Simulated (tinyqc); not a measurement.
What moves the results of Methfessel-Paxton (first order) smearing: smearing for a one-band metal on the bcc lattice.

Lattice vectors (units of a): a1 = (-1/2, 1/2, 1/2), a2 = (1/2, -1/2, 1/2), a3 = (1/2, 1/2, -1/2). E(k) = -t A_1(k) - t2 A_2(k), A_m the sum of cos(k . R) over the 8 nearest and 6 second lattice vectors. Mesh k = sum (j_i/N) b_i, j_i = 0 .. N-1.

With x = (E_k - mu)/sigma: Methfessel-Paxton (first order) f = erfc(x)/2 - x exp(-x^2)/(2 sqrt(pi)), s = (1 - 2 x^2) exp(-x^2)/(4 sqrt(pi)). With weights w = points/N^d (d the dimension), mu solves 2 sum w f = ne; E = 2 sum w f E_k, S = 2 sum w s, F = E - sigma S.

Values chosen for the exercise: t = 0.34 eV (nearest hopping); t2 = 0.05 eV (second hopping); ne = 1.5 (electrons per cell); N = 5 (unshifted mesh); sigma = 0.034 eV (width).

All sums formed anew.

Results for these values:
```
case  mu (eV)   E (eV)       S   F (eV)
base   0.6209  -0.5355  0.0431  -0.5369
```

What happens to each result for N = 10, all else kept?

Answer: mu falls from 0.6209 to 0.5289; E falls from -0.5355 to -0.5636; S falls from 0.0431 to -0.0056; F falls from -0.5369 to -0.5634.

The same for each parameter in turn:
```
case              mu (eV)   E (eV)        S   F (eV)
base               0.6209  -0.5355   0.0431  -0.5369
N = 10             0.5289  -0.5636  -0.0056  -0.5634
sigma = 0.068 eV   0.6117  -0.5355   0.0431  -0.5384
ne = 1.6           0.6317  -0.4725   0.0538  -0.4743
t2 = 0.084 eV      0.5869  -0.5029   0.0431  -0.5044
t = 0.374 eV       0.6889  -0.5938   0.0431  -0.5952
```

(tinyqc, `OMP_NUM_THREADS=1 python tinyqc.py 1650422 1650423 out.jsonl`, Intel(R) Xeon(R) Processor @ 2.30GHz, 1 thread, shared host, about 0.3 s.)
